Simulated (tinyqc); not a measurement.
Inside a calculation. Model: cell-based percolation model of oxide breakdown.

Numbers from tinyqc (`OMP_NUM_THREADS=1 python tinyqc.py 2070062 2070063 out.jsonl`; about 0.01 s on one thread of a shared Intel Xeon 2.30GHz). Printed values are rounded.

The oxide, of thickness n a, is cut into cubic cells. A cell is defective with the chance l = 1 - exp(-a^3 N), N = N1 (t/1 s)^al. A column of n defective cells breaks the oxide down, and the area holds M = A/a^2 independent columns: 1 - F = (1 - l^n)^M.

Parameters, values chosen for the exercise: edge of a cell a = 1.4 nm; cells across the oxide n = 4; area A = 2.9 um^2; exponent of defect growth al = 0.29; defect density after 1 s N1 = 5.7e17 cm^-3.

## Critical defect density

At F = 1 - 1/e: l_c = (1 - exp(-1/M))^(1/n), N_bd = -ln(1 - l_c)/a^3, t63 = (N_bd/N1)^(1/al). W = ln(-ln(1 - F)); for small l, W = ln M + n ln(a^3 N), so the Weibull slope is n al.

thickness = 5.6 nm
M = 1.47959e6
l_c = 0.0286724
N_bd = 1.06019e19 cm^-3
N_bd times thickness = 5.93704e12 cm^-2
t63 = 23856.8 s
n al = 1.16

## The distribution

t, point 0 to 6 (s): 8.5  62  450  3300  13000  24000  53000

N, l, F and W = ln(-ln(1 - F)) at each time; the slope is taken between the end points.

```
point   N (cm^-3)           l           F         W
0      1.06025e18  0.00290509  1.05379e-4  -9.15789
1      1.88655e18  0.00516332  0.00105106  -6.85743
2      3.35202e18  0.00915577   0.0103434  -4.56621
3      5.97371e18   0.0162582   0.0982156  -2.26935
4      8.89034e18   0.0240999    0.392936  -0.69491
5      1.06203e19   0.0287215    0.634638   0.00684
6      1.33633e19   0.0360048    0.916798   0.91087
```

slope = 1.15230

The slope is 0.66 % below n al, since l grows a little more slowly than N.
